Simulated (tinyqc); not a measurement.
Cyclotron resonance of ellipsoidal valleys, Ge type: one step. The same from the mass tensor. Three cases, with inputs chosen for the exercise.

Problem. For the valley along [11-1]: M = mt 1 + (ml - mt) a a^T, and mc^2 = det M/(b M b).

Valleys along [111], [-111], [1-11], [11-1], mass ml along the axis and mt across it. B lies in the (1-10) plane, b = (sin(theta)/sqrt2, sin(theta)/sqrt2, cos(theta)). For the angle phi between B and the axis, 1/mc^2 = cos^2(phi)/mt^2 + sin^2(phi)/(mt ml). Resonance: h nu = 2 muB B/mc, h = 2 pi hbar.

Case 1.

Values chosen (out of a larger set: near those of Ge; not measured data): ml = 1.59 m0 (longitudinal mass); mt = 0.08 m0 (transverse mass).

b: 0.572061  0.572061  0.587785

Case 2.

Values chosen (out of a larger set: near those of Ge; not measured data): ml = 1.607 m0 (longitudinal mass); mt = 0.084 m0 (transverse mass).

b: 0.688984  0.688984  0.224951

Case 3.

Values chosen (out of a larger set: near those of Ge; not measured data): ml = 1.668 m0 (longitudinal mass); mt = 0.081 m0 (transverse mass).

b: 0.572061  0.572061  0.587785

Give: M; det M; b M b; mc.

Solution.

Case 1.

M (m0):
```
         x        y        z
x   0.5833   0.5033  -0.5033
y   0.5033   0.5833  -0.5033
z  -0.5033  -0.5033   0.5833
```

det M = 0.010176
b M b = 0.2358
mc = 0.2077 m0

Case 2.

M (m0):
```
         x        y        z
x   0.5917   0.5077  -0.5077
y   0.5077   0.5917  -0.5077
z  -0.5077  -0.5077   0.5917
```

det M = 0.011339
b M b = 0.7589
mc = 0.1222 m0

Case 3.

M (m0):
```
         x        y        z
x   0.6100   0.5290  -0.5290
y   0.5290   0.6100  -0.5290
z  -0.5290  -0.5290   0.6100
```

det M = 0.010944
b M b = 0.2447
mc = 0.2115 m0

Computed by tinyqc, one run a case: `OMP_NUM_THREADS=1 python tinyqc.py N N+1 out.jsonl` with N = 1250303, 1251196, 1251261; one thread of a shared Intel(R) Xeon(R) Processor @ 2.30GHz, about 0.01 s a run at most.
